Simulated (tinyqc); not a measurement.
Worked calculation: pair of shallow donors (hydrogen-like orbitals). Values are carried at full precision from step to step, so a last printed digit may differ when a step is redone from the rounded ones.

Each donor has the orbital exp(-r/a); energy unit Ha* = q/(eps a), q = e^2/(4 pi eps0), so that a lone donor is bound by Ha*/2; x = R/a. One electron: S = (1 + x + x^2/3) exp(-x), j = 1/x - (1 + 1/x) exp(-2x), k = (1 + x) exp(-x); levels E(+/-) = -1/2 - (j +/- k)/(1 +/- S) in Ha*, without the repulsion of the ions, split by D = |E(-) - E(+)|. In six valleys the overlaps S and k are multiplied by v = [cos(K Rx) + cos(K Ry) + cos(K Rz)]/3, K = k0 (2 pi/a_lat), for isotropic envelopes and the symmetric valley state.

Constants: e^2/(4 pi eps0) = 14.39964547 eV angstrom; hbar = 6.58211957e-16 eV s.

Parameters, chosen for this exercise (near those of two donors in Si; the results hold for these values, not for the real material): a = 19.8 angstrom (orbital radius); eps = 11.4 (dielectric constant); n = (9, 4, 0) a_lat (separation vector); a_lat = 5.431 angstrom (lattice constant); k0 = 0.856 2 pi/a_lat (valley position); dV = 0.66 D (detuning between the donors, in units of D).

## Distance and integrals

Give Ha*, R, x, S, j, k and v.

Ha* = 63.794 meV
R = 53.49 angstrom
x = 2.7015

S, j, k: 0.41164  0.36400  0.24839

v = -0.0577

## One electron on two donors

Give both levels, the splitting D = |E(-) - E(+)| and the tunnelling frequency D/(2 pi hbar).

E(+), E(-) (meV): -54.746  -55.473

D = 0.7262 meV
frequency = 175.6 GHz

The second ion deepens the mean level by 23.21 meV, against Ha*/x = 23.61 meV for a point charge. Without the valley factor D would be 15.1 meV; v is negative, so the odd combination lies lower.

## Detuning by a gate

Two-level picture for one electron: with detuning u = dV D the splitting is sqrt(D^2 + u^2) and the lower state has weight (1 + u/sqrt(D^2 + u^2))/2 on the lower donor; the field needed is u/(e R), 1 meV/angstrom = 100 kV/cm.

splitting = 0.8701 meV
weight = 0.775
field = 0.896 kV/cm

## Two electrons and exchange

Two electrons, Heitler-London: with S' = (1 - x + x^2/3) exp(x), C = 1/x - exp(-2x)(1/x + 11/8 + 3x/4 + x^2/6), X = (1/5){exp(-2x)(25/8 - 23x/4 - 3x^2 - x^3/3) + (6/x)[S^2 (0.5772157 + ln x) + S'^2 Ei(-4x) - 2 S S' Ei(-2x)]}, Q = C - 2j + 1/x and A = X - 2 S k + S^2/x, the singlet and triplet lie at (Q +/- w A)/(1 +/- w S^2) from two lone donors, with the valley weight w = v^2; the exchange is J = triplet - singlet.

Give C, X, Q, A and J.

C, X, Q, A (Ha*): 0.3477  0.08420  -0.01012  -0.05757

J = 23.7 micro-eV

A swap of the two spins takes pi hbar/J = 0.0871 ns (hbar = 6.58212e-16 eV s). Against the one-electron splitting D = 0.726 meV, J/D = 0.033: exchange needs both electrons to tunnel and falls as exp(-2x), D as exp(-x).

## Checks

- Heitler-London binding at x = 1.6425 against the known 0.1160 hartree: both 0.1160.
- Overlap S by quadrature in spheroidal coordinates against the formula: both 0.41164.

Program tinyqc; command `OMP_NUM_THREADS=1 python tinyqc.py 1280412 1280413 out.jsonl`; about 0.01 s on one thread of a shared Intel(R) Xeon(R) Processor @ 2.30GHz.
